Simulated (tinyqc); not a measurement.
Inside a calculation. Model: metal-interlayer-semiconductor contact, depinning against tunnelling resistance.

Program tinyqc, `OMP_NUM_THREADS=1 python tinyqc.py 2270117 2270118 out.jsonl`; Intel Xeon 2.30GHz, shared host, one thread, about 0.04 s. Printed values are rounded.

Zero bias, n-type semiconductor. Gap states at the semiconductor surface thin out as exp(-be ti), which unpins the barrier; electrons must then cross the interlayer (a rectangular barrier, no voltage drop across it) and the parabolic depleted layer, both by WKB. Energies E are counted from the Fermi level; no image force, parabolic bands.

Parameters, values chosen for the exercise; semiconductor values close to those of germanium; interlayer mass of the order of that in titanium dioxide, offset chosen freely: temperature T = 250 K; band gap Eg = 0.672 eV; relative permittivity eps_r = 15.6; electron affinity chi = 3.85 eV; conduction-band density of states at T Nc = 7.91e18 cm^-3; tunnelling mass in the semiconductor mt = 0.124 m0; Richardson mass mA = 1.13 m0; donor density Nd = 1.2e19 cm^-3; charge-neutrality level above the valence band E0 = 0.09 eV; pinning factor without interlayer S0 = 0.049; metal work function phiM = 4.43 eV; interlayer thickness ti = 0.6 nm; conduction-band offset of the interlayer above the semiconductor dE = 0.11 eV; tunnelling mass in the interlayer mi = 0.3 m0; decay constant of gap states through the interlayer be = 2.4 1/nm.

Constants: q = 1.602176634e-19 C, kB = 1.380649e-23 J/K, eps0 = 8.8541878128e-12 F/m, hbar = 1.054571817e-34 J s, h = 6.62607015e-34 J s, m0 = 9.1093837015e-31 kg, Vt = kB T/q, hbar^2/(2 m0) = 0.0380998212 eV nm^2. Results are converted to the units shown.

## Pinning, barrier and scales

S = 1/(1 + (1/S0 - 1) exp(-be ti)); phiB = S (phiM - chi) + (1 - S)(Eg - E0); xi = Ec - EF deep inside, from Nd = Nc F(-xi/Vt), F(x) = (2/sqrt(pi)) int_0^infinity sqrt(u) du/(1 + exp(u - x)); band bending U = phiB - xi; E00 = (hbar/2) sqrt(Nd/(eps0 eps_r mt m0)) in volts; A = 4 pi q mA m0 kB^2/h^3.

S = 0.178625
phiB = 0.581643 eV
xi = -0.0202991 eV
U = 0.601942 eV
E00 = 0.0462429 eV
A = 135.796 A/(cm^2 K^2)

The interlayer moves the barrier from 0.582 eV to 0.582 eV; the unpinned limit is phiM - chi = 0.580 eV. E00/Vt = 2.15: by the usual rule of thumb (0.5 to 5) thermionic-field emission.

## Exponents and integrand on an energy grid

E, point 0 to 14 (eV): -0.02  0.01143  0.04286  0.07429  0.10571  0.13714  0.16857  0.2  0.23143  0.26286  0.29429  0.32571  0.35714  0.38857  0.42

With U = phiB - xi: for xi < E < phiB, y = (E - xi)/U and G1 = (U/E00) [sqrt(1 - y) - y ln((1 + sqrt(1 - y))/sqrt(y))], G1 = 0 above phiB; G2 = 2 ti sqrt(mi max(phiB + dE - E, 0)/C), C = hbar^2/(2 m0); f = 1/(1 + exp(E/Vt)); integrand exp(-G1 - G2) f.

```
point       G1       G2           f  integrand (1e-7)
0      12.9846  2.84061    0.716743           0.96060
1      11.1933  2.77717    0.370387           3.17233
2       9.8661  2.71225    0.120312           4.14556
3       8.7256  2.64574   0.0308167           3.55051
4       7.7105  2.57753  0.00734142           2.49894
5       6.7913  2.50745  0.00171646           1.57127
6       5.9515  2.43535  3.99581e-4           0.91044
7       5.1802  2.36105  9.29260e-5           0.49317
8       4.4700  2.28433  2.16056e-5           0.25187
9       3.8156  2.20495  5.02312e-6           0.12198
10      3.2131  2.12260  1.16782e-6           0.05625
11      2.6600  2.03695  2.71628e-7           0.02478
12      2.1541  1.94751  6.31502e-8           0.01045
13      1.6946  1.85376  1.46816e-8           0.00422
14      1.2813  1.75501  3.41329e-9           0.00164
```

## Contact resistivity

1/rho_c = (A T^2/Vt^2) I, with I the trapezoid sum of the integrand over the grid.

I = 5.43485e-8 eV
rho_c = 0.0010062 ohm cm^2

A fine grid from xi upwards gives rho_c = 9.953e-4 ohm cm^2; the coarse value is 1.1 % above it. The integrand peaks at E = 0.043 eV, and under 0.001 % of the current flows above phiB. Tunnelling through the interlayer costs a factor of 14.1 at this barrier height; the bare contact (ti = 0) has rho_c = 7.08e-5 ohm cm^2, so with the interlayer rho_c is 14.1 times that.
